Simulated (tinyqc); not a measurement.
# Band bending at a free surface with a continuum of surface states, surface photovoltage and Kelvin probe, step by step

Program tinyqc, `OMP_NUM_THREADS=1 python tinyqc.py 2430113 2430114 out.jsonl`; Intel Xeon 2.30GHz, shared host, one thread, about 0.01 s. Printed values are rounded.

n-type bulk, xi = Ec - EF = Vt ln(Nc/Nd), p0 = ni^2/Nd, ni = sqrt(Nc Nv) exp(-Eg/(2 Vt)), Eg in volts. b is the upward band bending, u = b/Vt. Space charge per area, in units of q: Qc = sign(b) sqrt((2 eps0 eps_r Vt/q) [(Nd + dn)(exp(-u) - 1) + Nd u + (p0 + dn)(exp(u) - 1)]), with dn the excess density under light (flat quasi-Fermi levels; 0 in the dark). The states hold -Ds (E0 - xi - b): negative while the Fermi level lies above the neutrality level. Neutrality: Qc + Qf + (charge of the states) = 0.

Values chosen for this exercise; band and dielectric values close to those of silicon:
```
symbol,value,unit,meaning
T,350,K,temperature
Eg,1.12,eV,band gap
eps_r,11.7,,relative permittivity
Nc,3.59e19,cm^-3,conduction-band density of states at T
Nv,3.31e19,cm^-3,valence-band density of states at T
chi,4.13,eV,electron affinity
Nd,7.3e17,cm^-3,donor density
Qf,2.3e10,cm^-2,fixed positive charge at the surface
pt,4.49,eV,work function of the probe tip
Ds,9.8e12,cm^-2 eV^-1,density of surface states
E0,0.45,eV,depth of their neutrality level below the conduction edge
dn,1.6e13,cm^-3,excess carrier density under light
```

Constants: q = 1.602176634e-19 C, kB = 1.380649e-23 J/K, Vt = kB T/q, eps0 = 8.8541878128e-14 F/cm where lengths are in cm. Results are converted to the units shown.

## Bulk quantities

xi, ni, p0, the Debye length sqrt(eps0 eps_r Vt/(q Nd)) and the flat-band work function chi + xi.

xi = 0.1174893 eV
ni = 2.977256e11 cm^-3
p0 = 1.214254e5 cm^-3
Debye length = 5.168579 nm
chi + xi = 4.247489 eV

## Iteration 1: band bending in the dark

b at the start = 0.27 V

Newton step: b(new) = b - (Qc + Qf - Ds (E0 - xi - b))/(dQc/db + Ds), dQc/db = (eps0 eps_r/q) [Nd (1 - exp(-u)) + p0 exp(u)]/Qc.

b after iteration 1 = 0.1992616 V

## Iteration 2: band bending in the dark

As before.

b after iteration 2 = 0.2006828 V

## Course of the iteration

Stop when b changes by less than 1e-10 V, or after 40 iterations.

Course of the iteration:

| iteration | b (V) | change (V) |
|---|---|---|
| 1 | 0.1992616 | 0.0707 |
| 2 | 0.2006828 | 1.42e-3 |
| 3 | 0.2006836 | 8.07e-7 |
| 4 | 0.2006836 | 2.58e-13 |

Converged in 4 iterations.

## Work function and Kelvin-probe reading

converged b = 0.2006836 V

Work function chi + xi + b; contact potential difference CPD = (work function of the sample) - pt. Depth of EF below Ec at the surface: xi + b. Depletion width Qc/Nd.

xi + b = 0.3181729 eV
Qc = 1.268906e12 cm^-2
Qc/Nd = 17.38227 nm
work function = 4.448173 eV
CPD = -41.82712 mV

The Fermi level lies 132 meV above the neutrality level.

## Surface photovoltage

Under chopped light the surface charge keeps its dark value, so b falls to bL with Qc(bL, dn) = Qc(b, 0); the photovoltage is b - bL. Qc rises with b, so bL follows by bisection.

bL = 0.2001799 V
photovoltage = 0.5036486 mV
share of b removed = 0.2509665 %
excess holes at the surface, dn exp(bL/Vt) = 1.220630e16 cm^-3
